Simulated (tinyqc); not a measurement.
p-n diode, drift-diffusion by the Gummel loop with Scharfetter-Gummel fluxes: two steps of the calculation.

Abrupt junction at x = 0, p side from -Lp, n side to Ln, ohmic contacts. psi is counted from the intrinsic level; n = ni exp((psi - phin)/Vt), p = ni exp((phip - psi)/Vt). Contacts: p side psi = V - Vt ln(Na/ni), p = Na, n = ni^2/Na; n side psi = Vt ln(Nd/ni), n = Nd, p = ni^2/Nd. Constant mobilities, D = mu Vt, Boltzmann statistics, SRH recombination through a mid-gap level, U = (n p - ni^2)/(tp (n + ni) + tn (p + ni)). Current is positive from the p contact to the n contact.

Parameters, values chosen for the exercise; band and dielectric values close to those of gallium arsenide: temperature T = 300 K; relative permittivity eps_r = 13.2; acceptor density of the p side Na = 7.9e16 cm^-3; donor density of the n side Nd = 5.7e15 cm^-3; electron mobility mun = 5500 cm^2/(V s); SRH lifetime of electrons tn = 2e-9 s; SRH lifetime of holes tp = 6e-7 s; uniform generation rate G = 0 cm^-3 s^-1; bias of the p contact V = 0.53 V.

Constants: q = 1.602176634e-19 C, kB = 1.380649e-23 J/K, Vt = kB T/q, eps0 = 8.8541878128e-14 F/cm where lengths are in cm. Results are converted to the units shown.

Problem 1. Poisson equation. With phin and phip held, solve a_i (psi_(i+1) - psi_i) - a_(i-1) (psi_i - psi_(i-1)) + q w_i (p_i - n_i + C_i) = 0 for the inner nodes by Newton steps to convergence; a_i = eps0 eps_r/h_i, h_i = x_(i+1) - x_i, w_i = (h_(i-1) + h_i)/2, C = -Na or +Nd.

| node | x (nm) | phin at the start (V) | phip at the start (V) |
|---|---|---|---|
| 0 | -2500 | 0.53 | 0.53 |
| 1 | -1400 | 0 | 0.53 |
| 2 | -774 | 0 | 0.53 |
| 3 | -413 | 0 | 0.53 |
| 4 | -206 | 0 | 0.53 |
| 5 | -87.5 | 0 | 0.53 |
| 6 | -19.5 | 0 | 0.53 |
| 7 | 19.5 | 0 | 0.53 |
| 8 | 81.4 | 0 | 0.53 |
| 9 | 180 | 0 | 0.53 |
| 10 | 336 | 0 | 0.53 |
| 11 | 583 | 0 | 0.53 |
| 12 | 976 | 0 | 0.53 |
| 13 | 1600 | 0 | 0 |

ni = 1.3223870e6 cm^-3

Give: psi; n after Poisson; p after Poisson.

Solution 1.

| node | psi (V) | n after Poisson (cm^-3) | p after Poisson (cm^-3) |
|---|---|---|---|
| 0 | -0.1115 | 2.214e-5 | 7.900e16 |
| 1 | -0.1115 | 1.773e4 | 7.900e16 |
| 2 | -0.1115 | 1.773e4 | 7.900e16 |
| 3 | -0.1115 | 1.773e4 | 7.900e16 |
| 4 | -0.1115 | 1.773e4 | 7.898e16 |
| 5 | -0.1109 | 1.816e4 | 7.712e16 |
| 6 | -0.0942 | 3.463e4 | 4.045e16 |
| 7 | 0.0257 | 3.568e6 | 3.925e14 |
| 8 | 0.1898 | 2.039e9 | 6.870e11 |
| 9 | 0.3893 | 4.593e12 | 3.050e8 |
| 10 | 0.5501 | 2.301e15 | 6.088e5 |
| 11 | 0.5726 | 5.497e15 | 2.548e5 |
| 12 | 0.5735 | 5.697e15 | 2.459e5 |
| 13 | 0.5735 | 5.700e15 | 3.068e-4 |

Problem 2. Electron continuity. With psi and p held, F_i = (mun Vt/h_i) [n_(i+1) B(d_i) - n_i B(-d_i)], d_i = (psi_(i+1) - psi_i)/Vt, B(d) = d/(exp(d) - 1); solve F_i - F_(i-1) = w_i [(n_i p_i - ni^2)/den_i - G] for the new n, with den = tp (n + ni) + tn (p + ni) taken at the old n and p, h_i = x_(i+1) - x_i, w_i = (h_(i-1) + h_i)/2; phin = psi - Vt ln(n/ni).

| node | x (nm) | psi (V) | n after Poisson (cm^-3) | p after Poisson (cm^-3) |
|---|---|---|---|---|
| 0 | -2500 | -0.11147279 | 2.2135537e-5 | 7.9e16 |
| 1 | -1400 | -0.11147279 | 17729.569 | 7.9e16 |
| 2 | -774 | -0.11147279 | 17729.569 | 7.9000000e16 |
| 3 | -413 | -0.11147276 | 17729.590 | 7.8999907e16 |
| 4 | -206 | -0.11146523 | 17734.752 | 7.8976915e16 |
| 5 | -87.5 | -0.11085061 | 18161.442 | 7.7121406e16 |
| 6 | -19.5 | -0.09416821 | 34626.002 | 4.0450409e16 |
| 7 | 19.5 | 0.02566165 | 3.5682503e6 | 3.9252739e14 |
| 8 | 81.4 | 0.18977137 | 2.0388123e9 | 6.8698623e11 |
| 9 | 180 | 0.38934505 | 4.5926943e12 | 3.0497043e8 |
| 10 | 336 | 0.55005279 | 2.3005878e15 | 6.0881657e5 |
| 11 | 583 | 0.57257317 | 5.4974914e15 | 2.5477729e5 |
| 12 | 976 | 0.57349327 | 5.6966760e15 | 2.4586899e5 |
| 13 | 1600 | 0.57350835 | 5.7e15 | 3.0679077e-4 |

ni = 1.3223870e6 cm^-3

Find: new n; phin after round 1.

Solution 2.

| node | new n (cm^-3) | phin after round 1 (V) |
|---|---|---|
| 0 | 2.214e-5 | 0.5300 |
| 1 | 7669 | 0.0217 |
| 2 | 1.218e4 | 0.0097 |
| 3 | 1.486e4 | 0.0046 |
| 4 | 1.643e4 | 0.0020 |
| 5 | 1.774e4 | 0.0006 |
| 6 | 3.456e4 | 0.0000 |
| 7 | 3.568e6 | 0.0000 |
| 8 | 2.039e9 | 0.0000 |
| 9 | 4.593e12 | 0.0000 |
| 10 | 2.301e15 | 0.0000 |
| 11 | 5.497e15 | 0.0000 |
| 12 | 5.697e15 | 0.0000 |
| 13 | 5.700e15 | 0.0000 |

tinyqc, about 0.2 s, one thread, Intel Xeon 2.30GHz (shared host): `OMP_NUM_THREADS=1 python tinyqc.py 2240082 2240083 out.jsonl`
